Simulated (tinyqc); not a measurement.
# Depletion-mode phase shifter in a rib waveguide and its Mach-Zehnder modulator: effects of single changes

A lateral p-n junction at x0 in a waveguide whose mode intensity is a Gaussian of rms width s about x = 0; p side at smaller x. Reverse bias removes carriers and raises the index. Abrupt junction, doping uniform over the whole mode, lumped electrode (no travelling-wave effects).

Values chosen for this exercise; values close to those of silicon near 1550 nm:

| symbol | value | unit | meaning |
|---|---|---|---|
| lam | 1550 | nm | wavelength |
| eps_r | 11.7 |  | relative permittivity of the semiconductor |
| Na | 2.1e17 | cm^-3 | acceptor density |
| Nd | 6.2e17 | cm^-3 | donor density |
| Vb | 0.92 | V | built-in voltage |
| s | 110 | nm | rms width of the lateral mode intensity |
| x0 | 0 | nm | junction offset towards the n side |
| G | 0.88 |  | vertical confinement times ng/n |
| hr | 150 | nm | rib height |
| Cf | 22 | pF/m | fringe capacitance |
| Rs | 15.8 | ohm mm | series resistance |
| V | 1.5 | V | reverse bias |
| a0 | 1.8 | dB/cm | passive loss |

Constants: q = 1.602176634e-19 C, eps0 = 8.8541878128e-14 F/cm where lengths are in cm. Results are converted to the units shown.

Each table varies one quantity; the others keep the values above.

## Effect of the acceptor density

Free-carrier changes (empirical, N and P in cm^-3): |dn| = 8.5e-18 P^0.8 for holes, 8.8e-22 N for electrons; absorption 6e-18 P and 8.5e-18 N in 1/cm. W = sqrt(2 eps0 eps_r (Vb + V)(1/Na + 1/Nd)/q); edges xp = x0 - W Nd/(Na + Nd), xn = x0 + W Na/(Na + Nd); F(x) = [1 + erf(x/(sqrt(2) s))]/2. dneff = G {dn_h [F(xp(0)) - F(xp(V))] + dn_e [F(xn(V)) - F(xn(0))]}; VpiL = lam V/(2 dneff); loss = a0 + 4.343 G {a_h F(xp) + a_e [1 - F(xn)]} dB/cm at V; C = eps0 eps_r hr/W + Cf; fRC = 1/(2 pi Rs C).

Effect of the acceptor density:
```
Na (cm^-3)     dneff  VpiL (V cm)  loss (dB/cm)  VpiL x loss (V dB)  C (pF/m)  fRC (GHz)
5e16        2.554e-5        4.552         10.48               47.69     81.75      123.2
9.4e16      4.785e-5        2.430         10.14               24.63     101.4      99.38
1.7e17      7.279e-5        1.597         10.03               16.02     123.5      81.59
3.3e17      9.813e-5        1.185         10.68               12.65     150.9      66.75
6.1e17      1.145e-4        1.015         12.84               13.03     176.0      57.22
1.1e18      1.225e-4       0.9489         17.62               16.72     196.9      51.16
2.1e18      1.238e-4       0.9388         28.42               26.68     214.2      47.03
4e18        1.201e-4       0.9681         49.78               48.19     225.5      44.67
```

What does the comparison show?

As Na goes from 5e16 to 4e18 cm^-3, VpiL goes from 4.55 through a minimum of 0.939 (at Na = 2.1e18 cm^-3 among the rows listed) to 0.968 V cm, the loss goes from 10.5 through a minimum of 10.0 (at Na = 1.7e17 cm^-3 among the rows listed) to 49.8 dB/cm, their product goes from 47.7 through a minimum of 12.7 (at Na = 3.3e17 cm^-3 among the rows listed) to 48.2 V dB and fRC falls from 123 to 44.7 GHz. Rs is held fixed, though in a real device it falls with doping.

## Effect of the donor density

Same model as above.

Effect of the donor density:
```
Nd (cm^-3)     dneff  VpiL (V cm)  loss (dB/cm)  VpiL x loss (V dB)  C (pF/m)  fRC (GHz)
5e16        4.032e-5        2.883         3.342               9.634     77.82      129.4
9.4e16      5.313e-5        2.188         3.350               7.330     92.78      108.6
1.7e17      6.502e-5        1.788         3.894               6.963     107.1      94.02
3.3e17      7.532e-5        1.543         5.842               9.017     121.5      82.90
6.1e17      8.135e-5        1.429         9.964               14.24     131.8      76.43
1.1e18      8.468e-5        1.373         17.66               24.25     138.6      72.65
2.1e18      8.664e-5        1.342         33.73               45.26     143.4      70.26
4e18        8.764e-5        1.326         64.50               85.55     146.1      68.96
```

As Nd goes from 5e16 to 4e18 cm^-3, VpiL falls from 2.88 to 1.33 V cm, the loss rises from 3.34 to 64.5 dB/cm, their product goes from 9.63 through a minimum of 6.96 (at Nd = 1.7e17 cm^-3 among the rows listed) to 85.6 V dB and fRC falls from 129 to 69.0 GHz. Rs is held fixed, though in a real device it falls with doping.

Computed by the program tinyqc: `OMP_NUM_THREADS=1 python tinyqc.py 2650035 2650036 out.jsonl`, one thread of a shared Intel Xeon 2.30GHz, about 0.01 s for the whole run.
